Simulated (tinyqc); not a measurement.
Metal-interlayer-semiconductor contact, depinning against tunnelling resistance: two steps of the calculation.

Zero bias, n-type semiconductor. Gap states at the semiconductor surface thin out as exp(-be ti), which unpins the barrier; electrons must then cross the interlayer (a rectangular barrier, no voltage drop across it) and the parabolic depleted layer, both by WKB. Energies E are counted from the Fermi level; no image force, parabolic bands.

Parameters, values chosen for the exercise; semiconductor values close to those of germanium; interlayer mass of the order of that in strontium titanate, offset chosen freely: temperature T = 300 K; band gap Eg = 0.684 eV; relative permittivity eps_r = 16.1; electron affinity chi = 4.15 eV; conduction-band density of states at T Nc = 1.04e19 cm^-3; tunnelling mass in the semiconductor mt = 0.123 m0; Richardson mass mA = 1.07 m0; donor density Nd = 5.8e19 cm^-3; charge-neutrality level above the valence band E0 = 0.091 eV; pinning factor without interlayer S0 = 0.051; metal work function phiM = 4.35 eV; interlayer thickness ti = 0.9 nm; conduction-band offset of the interlayer above the semiconductor dE = 0.24 eV; tunnelling mass in the interlayer mi = 0.58 m0; decay constant of gap states through the interlayer be = 5.5 1/nm.

Constants: q = 1.602176634e-19 C, kB = 1.380649e-23 J/K, eps0 = 8.8541878128e-12 F/m, hbar = 1.054571817e-34 J s, h = 6.62607015e-34 J s, m0 = 9.1093837015e-31 kg, Vt = kB T/q, hbar^2/(2 m0) = 0.0380998212 eV nm^2. Results are converted to the units shown.

Question 1. Pinning, barrier and scales. S = 1/(1 + (1/S0 - 1) exp(-be ti)); phiB = S (phiM - chi) + (1 - S)(Eg - E0); xi = Ec - EF deep inside, from Nd = Nc F(-xi/Vt), F(x) = (2/sqrt(pi)) int_0^infinity sqrt(u) du/(1 + exp(u - x)); band bending U = phiB - xi; E00 = (hbar/2) sqrt(Nd/(eps0 eps_r mt m0)) in volts; A = 4 pi q mA m0 kB^2/h^3.

Wanted: S; phiB; xi; U; E00; A.

Answer 1.

S = 0.8835
phiB = 0.2458 eV
xi = -0.09199 eV
U = 0.3378 eV
E00 = 0.1005 eV
A = 128.6 A/(cm^2 K^2)

Question 2. Exponents and integrand on an energy grid. With U = phiB - xi: for xi < E < phiB, y = (E - xi)/U and G1 = (U/E00) [sqrt(1 - y) - y ln((1 + sqrt(1 - y))/sqrt(y))], G1 = 0 above phiB; G2 = 2 ti sqrt(mi max(phiB + dE - E, 0)/C), C = hbar^2/(2 m0); f = 1/(1 + exp(E/Vt)); integrand exp(-G1 - G2) f.

| point | E (eV) |
|---|---|
| 0 | -0.09 |
| 1 | -0.06571 |
| 2 | -0.04143 |
| 3 | -0.01714 |
| 4 | 0.00714 |
| 5 | 0.03143 |
| 6 | 0.05571 |
| 7 | 0.08 |
| 8 | 0.10429 |
| 9 | 0.12857 |
| 10 | 0.15286 |
| 11 | 0.17714 |
| 12 | 0.20143 |
| 13 | 0.22571 |
| 14 | 0.25 |

phiB = 0.24576764 eV
xi = -0.091991565 eV
E00 = 0.10047912 eV

Give: G1; G2; f; integrand.

Answer 2.

| point | G1 | G2 | f | integrand (1e-4) |
|---|---|---|---|---|
| 0 | 3.287 | 5.329 | 0.9702 | 1.758 |
| 1 | 2.718 | 5.215 | 0.9270 | 3.324 |
| 2 | 2.293 | 5.099 | 0.8324 | 5.127 |
| 3 | 1.933 | 4.980 | 0.6599 | 6.560 |
| 4 | 1.619 | 4.859 | 0.4314 | 6.633 |
| 5 | 1.340 | 4.734 | 0.2287 | 5.266 |
| 6 | 1.091 | 4.606 | 0.1039 | 3.488 |
| 7 | 0.868 | 4.474 | 0.04333 | 2.074 |
| 8 | 0.670 | 4.338 | 0.01739 | 1.162 |
| 9 | 0.496 | 4.197 | 0.006873 | 0.629 |
| 10 | 0.344 | 4.052 | 0.002697 | 0.333 |
| 11 | 0.214 | 3.902 | 0.001056 | 0.172 |
| 12 | 0.110 | 3.745 | 4.130e-4 | 0.087 |
| 13 | 0.033 | 3.581 | 1.615e-4 | 0.044 |
| 14 | 0.000 | 3.410 | 6.312e-5 | 0.021 |

tinyqc, about 0.04 s, one thread, Intel Xeon 2.30GHz (shared host): `OMP_NUM_THREADS=1 python tinyqc.py 2270110 2270111 out.jsonl`
